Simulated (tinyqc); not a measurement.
Quantum-confined Stark effect in a modulator well, step by step. Values are carried at full precision from step to step, so a last printed digit may differ when a step is redone from the rounded ones.

Constants: hbar^2/2m0 = 3.80998211 eV angstrom^2; e^2/(4 pi eps0) = 14.39964547 eV angstrom; hc = 1239.841984 eV nm.

Parameters, chosen for this exercise (near those of an InGaAsP well in InP; the results hold for these values, not for the real material):

| symbol | value | unit | meaning |
|---|---|---|---|
| L | 72 | angstrom | well width |
| me | 0.0515 | m0 | electron, well |
| mh | 0.372 | m0 | heavy hole along z, well |
| F | 60 | kV/cm | field |
| Vc | 0.183 | eV | conduction offset |
| Vv | 0.311 | eV | heavy-hole offset |
| meb | 0.076 | m0 | electron, barrier |
| mhb | 0.522 | m0 | heavy hole, barrier |
| Eg | 0.87 | eV | gap of the well |
| mp | 0.11 | m0 | heavy hole in the plane |
| eps | 13.3 |  | dielectric constant |
| dE | 17 | meV | operating point below the zero-field line |
| G | 8 | meV | half width of the exciton line |

## Estimate for hard walls

Second order: each level moves by -C m (e F)^2 L^4/(2c), C = (15/pi^2 - 1)/(24 pi^2), c = hbar^2/2m0, 1 kV/cm = 1e-5 eV/angstrom. It holds while e F L is no more than about twice 3 c pi^2/(m L^2).

Estimate:

| carrier | shift (meV) | e F L over the level spacing |
|---|---|---|
| electron | -0.14 | 0.10 |
| heavy hole | -1.04 | 0.74 |

The hole, 7.2 times heavier, carries 88 % of the estimated shift; for hard walls second order errs by about 2 % at a ratio of 1 and 13 % at 3.

## Levels and envelopes

Envelopes on cells of 0.5 angstrom over the well |z| < L/2 and 45 angstrom of barrier on each side, psi = 0 beyond, psi'/m continuous (mean mass between points), c = hbar^2/2m0. The electron sees + e F z and the hole - e F z, each with its offset in the barriers; 1 kV/cm = 1e-5 eV/angstrom. Light holes, band mixing and escape by tunnelling are left out.

Ground levels, squared overlap and separation <z>_h - <z>_e without and with the field.

Results:

| F (kV/cm) | E_e (meV) | E_h (meV) | overlap^2 | separation (angstrom) |
|---|---|---|---|---|
| 0 | 50.23 | 13.78 | 0.909 | 0.0 |
| 60 | 48.95 | 11.75 | 0.833 | 10.9 |

The electron level moves by -1.29 meV (9.0 times the hard-wall estimate, since it leaks into the barriers and sees a wider well) and the hole level by -2.04 meV (1.96 times).

## Exciton

Exciton: in-plane function exp(-rho/lam), 1/mu = 1/me + 1/mp, E(lam) = c/(mu lam^2) - (q/eps) times the integral over k of Fm(k)(1 + (k lam/2)^2)^(-3/2), Fm(k) the double integral of psi_e^2 psi_h^2 exp(-k |z - z'|), q = e^2/(4 pi eps0); binding Eb = -E at the minimum. Line at Eg + E_e + E_h - Eb, strength proportional to overlap^2/lam^2.

Minimise over lam without and with the field.

Results:

| F (kV/cm) | lam (angstrom) | Eb (meV) | line (eV) | nm | overlap^2/lam^2 (1e-4/angstrom^2) |
|---|---|---|---|---|---|
| 0 | 149.1 | 6.87 | 0.9271 | 1337.3 | 0.4092 |
| 60 | 151.5 | 6.74 | 0.9240 | 1341.9 | 0.3630 |

The weaker binding gives back 0.13 meV of the red shift, leaving 3.2 meV; the strength falls to 89 %.

## Contrast at the operating point

With a Gaussian line of half width G, the absorption at E_op = line(0) - dE is proportional to strength x exp(-ln2 ((E_op - line)/G)^2); continuum absorption is left out. Give it at both fields, relative to the zero-field peak.

E_op = 0.9101 eV
wavelength = 1362.2 nm

absorption without and with the field: 0.044  0.11

The field changes the absorption by +0.07 of the zero-field peak. With dE above 2G the Gaussian tail at zero field is weak; real tails fall only exponentially and absorb more.

## Checks

- Zero-field levels against the matching condition of the square well, meV: largest difference 5.7e-01.
- Slope d(E_e + E_h)/dF against minus the separation (Hellmann-Feynman), angstrom: both -10.9.

(tinyqc, `OMP_NUM_THREADS=1 python tinyqc.py 1281782 1281783 out.jsonl`, Intel(R) Xeon(R) Processor @ 2.30GHz, 1 thread, shared host, about 0.09 s.)
